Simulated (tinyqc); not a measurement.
# Polycrystalline film, grain-boundary barriers (Seto model): several studies

One-dimensional grains of size Lg with donors N; each boundary has Qt acceptor-like traps per area at one level Et below the band edge. Trapped electrons qt deplete a width w = qt/N (both sides together) and raise a barrier Vb = q N w^2/(8 eps0 eps_r). Current crosses the barriers by thermionic emission at small bias. Abrupt depletion, full ionisation, Boltzmann statistics.

Inputs (values chosen for the exercise); values close to those of polycrystalline silicon:
```
symbol    value        unit                                     meaning
T           250           K                                 temperature
eps_r      11.7              relative permittivity of the semiconductor
Lg           80          nm                                  grain size
Qt       3.6e12       cm^-2                  trap density at a boundary
N        3.7e17       cm^-3                               donor density
mg          260  cm^2/(V s)                     mobility inside a grain
vc        7.3e6        cm/s          collection velocity at the barrier
Nc      2.13e19       cm^-3      conduction-band density of states at T
Et          0.5          eV              trap level below the band edge
```

Constants: q = 1.602176634e-19 C, kB = 1.380649e-23 J/K, Vt = kB T/q, eps0 = 8.8541878128e-14 F/cm where lengths are in cm. Results are converted to the units shown.

Each table varies one quantity; the others keep the values above.

## Effect of the trap density at a boundary

Partly depleted grains: the density at the grain centre is n0 = N and qt = Qt/(1 + 2 (Nc/N) exp((Vb - Et)/Vt)). If that gives qt >= N Lg, the grains are fully depleted: qt = N Lg, w = Lg and n0 = 2 Nc exp((Vb - Et)/Vt)/(Qt/(N Lg) - 1). Resistivity: barriers rb = Vt exp(Vb/Vt)/(q n0 vc Lg), grain interior rg = (1 - w/Lg)/(q mg N); effective mobility 1/(q N (rb + rg)).

The same in every row: n0 (cm^-3) = 3.7000e17.

Results:
```
Qt (cm^-2)	w/Lg	Vb (V)	resistivity (ohm cm)
6e11	0.20270	0.018810	0.066629
8.8e11	0.29730	0.040462	0.086299
1.3e12	0.43919	0.088302	0.41143
1.9e12	0.64185	0.18860	39.466
2.8e12	0.86884	0.34558	57611
6.1e12	0.93671	0.40168	7.7899e5
9e12	0.95176	0.41469	1.4246e6
```

Estimate the missing row, Qt = 4.2e12 cm^-2.

Computed row:
```
Qt (cm^-2)	w/Lg	Vb (V)	resistivity (ohm cm)
4.2e12	0.91680	0.38478	3.5552e5
```

With this row back in the table: As Qt goes from 6e11 to 9e12 cm^-2, the barrier rises from 0.0188 to 0.415 V and the resistivity rises from 0.0666 to 1.42e6 ohm cm. The grains are fully depleted in 0 of the 8 rows. For Qt = 6e11 to 8.8e11 cm^-2 the barrier is under 2 Vt, where the depletion and emission pictures are rough.

## Effect of the grain size

Same model as above.

Results:
```
Lg (nm)	w/Lg	Vb (V)	n0 (cm^-3)	resistivity (ohm cm)
16	1.0000	0.018312	1.6332e9	1.6492e7
26	1.0000	0.048354	1.2205e10	5.4771e6
42	1.0000	0.12618	9.4200e11	1.6279e6
69	1.0000	0.34055	6.3419e16	3.0865e5
110	0.65804	0.37478	3.7000e17	1.6249e5
180	0.40213	0.37478	3.7000e17	99299
480	0.15080	0.37478	3.7000e17	37237
```

Estimate the missing row, Lg = 300 nm.

Computed row:
```
Lg (nm)	w/Lg	Vb (V)	n0 (cm^-3)	resistivity (ohm cm)
300	0.24128	0.37478	3.7000e17	59580
```

With this row back in the table: As Lg goes from 16 to 480 nm, the barrier rises from 0.0183 to 0.375 V and the resistivity falls from 1.65e7 to 37200 ohm cm. The grains are fully depleted in 4 of the 8 rows. At Lg = 16 nm the barrier is under 2 Vt, where the depletion and emission pictures are rough.

## Effect of the donor density

Same model as above.

Effect of the donor density:
```
N (cm^-3)	w/Lg	Vb (V)	n0 (cm^-3)	resistivity (ohm cm)
2.2e16	1.000	0.02722	6.450e8	1.263e7
4.6e16	1.000	0.05691	5.670e9	5.701e6
9.3e16	1.000	0.1151	1.929e11	2.492e6
1.9e17	1.000	0.2351	1.421e14	8.883e5
3.9e17	0.8801	0.3737	3.900e17	2.019e5
7.9e17	0.5647	0.3117	7.900e17	5610
1.6e18	0.2812	0.1566	1.600e18	2.075
3.3e18	0.1364	0.07592	3.300e18	0.02995
6.6e18	0.06818	0.03796	6.600e18	0.005421
1.4e19	0.03214	0.01790	1.400e19	0.002037
```

Read the table: what changes, and by how much?

As N goes from 2.2e16 to 1.4e19 cm^-3, the barrier goes from 0.0272 through a maximum of 0.374 (at N = 3.9e17 cm^-3 among the rows listed) to 0.0179 V and the resistivity falls from 1.26e7 to 0.00204 ohm cm. The grains are fully depleted in 4 of the 10 rows. The steepest fall, as N^(-11.2), lies between 7.9e17 and 1.6e18 cm^-3; N* = 4.50e17 cm^-3. The barrier grows with N while the grains are depleted and shrinks once they are not, hence the maximum. At N = 2.2e16, 6.6e18, 1.4e19 cm^-3 the barrier is under 2 Vt, where the depletion and emission pictures are rough. For N = 6.6e18 to 1.4e19 cm^-3 N passes 0.3 Nc, where degeneracy and tunnelling through the thin barriers matter.

Numbers from tinyqc (`OMP_NUM_THREADS=1 python tinyqc.py 2610144 2610145 out.jsonl`; about 0.01 s on one thread of a shared Intel Xeon 2.30GHz).
